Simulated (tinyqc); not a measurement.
## Both saturation currents from two open-circuit voltages

Inverse problem. Without shunt, at open circuit JL = J01 (exp(Voc/Vt) - 1) + J02 (exp(Voc/(2 Vt)) - 1). Find J01, J02 and the mean ideality (Voc2 - Voc1)/(Vt ln(JL2/JL1)).

Parameters, values chosen for the exercise: temperature T = 323 K.

Constants: q = 1.602176634e-19 C, kB = 1.380649e-23 J/K, Vt = kB T/q. Results are converted to the units shown.

photocurrents (mA/cm^2): [28.1, 1.405]
Voc (V): [0.86767798, 0.72597820]

Answer. The relation is linear in J01 and J02, so two light levels give two equations; series resistance plays no part at open circuit.

J01 = 3.20e-16 A/cm^2
J02 = 2.90e-9 A/cm^2
mean ideality = 1.70

Computed by the program tinyqc: `OMP_NUM_THREADS=1 python tinyqc.py 2280003 2280004 out.jsonl`, one thread of a shared Intel Xeon 2.30GHz, about 0.01 s for the whole run.
